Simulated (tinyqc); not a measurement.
Dielectric confinement in a thin film (image charges): one step. Self-energy across the film. Two cases, with inputs chosen for the exercise.

Problem. S at 2z/t = 0, 0.2, 0.4, 0.6, 0.8 and 0.9, summed to n = 399.

A film |z| < t/2 of dielectric constant eps between half-spaces of dielectric constant e2; lam = (eps - e2)/(eps + e2), q = e^2/(4 pi eps0). The self-energy of a band edge is taken with the high-frequency value, e2 = eh, and the field of a fixed ion with the static one, e2 = eo. A charge at z has images lam^|n| at n t + (-1)^n z. Its self-energy is S(z) = (q/2 eps) sum over n >= 1 of lam^n [1/(n t - 2z) + 1/(n t + 2z)] for odd n and 2 lam^n/(n t) for even n; at the centre S(0) = -(q/(eps t)) ln(1 - lam).

Constants: e^2/(4 pi eps0) = 14.39964547 eV angstrom.

Give: Self-energy.

Case 1.

Values chosen (out of a larger set: near those of an InGaAs film in vacuum; not measured data): t = 72 angstrom (film thickness); eps = 13.1 (dielectric constant of the film); eh = 1 (high-frequency dielectric constant outside).

Solution.

Self-energy:
```
2z/t  z (angstrom)  S (meV)
0.0            0.0    29.82
0.2            7.2    30.38
0.4           14.4    32.38
0.6           21.6    37.35
0.8           28.8    53.41
0.9           32.4    86.06
```

Case 2.

Values chosen (out of a larger set: near those of a Si (100) film, two-fold valleys, between layers of HfO2; not measured data): t = 52 angstrom (film thickness); eps = 11.6 (dielectric constant of the film); eh = 3.9 (high-frequency dielectric constant outside).

Solution.

Self-energy:
```
2z/t  z (angstrom)  S (meV)
0.0            0.0    16.39
0.2            5.2    16.89
0.4           10.4    18.67
0.6           15.6    23.11
0.8           20.8    37.55
0.9           23.4    67.05
```

Towards the wall S diverges as (q lam/4 eps)/(distance), an artefact of the abrupt interface that the vanishing envelope makes harmless.

Computed by tinyqc, one run a case: `OMP_NUM_THREADS=1 python tinyqc.py N N+1 out.jsonl` with N = 1282679, 1282788; one thread of a shared Intel(R) Xeon(R) Processor @ 2.30GHz, about 0.07 s a run at most.
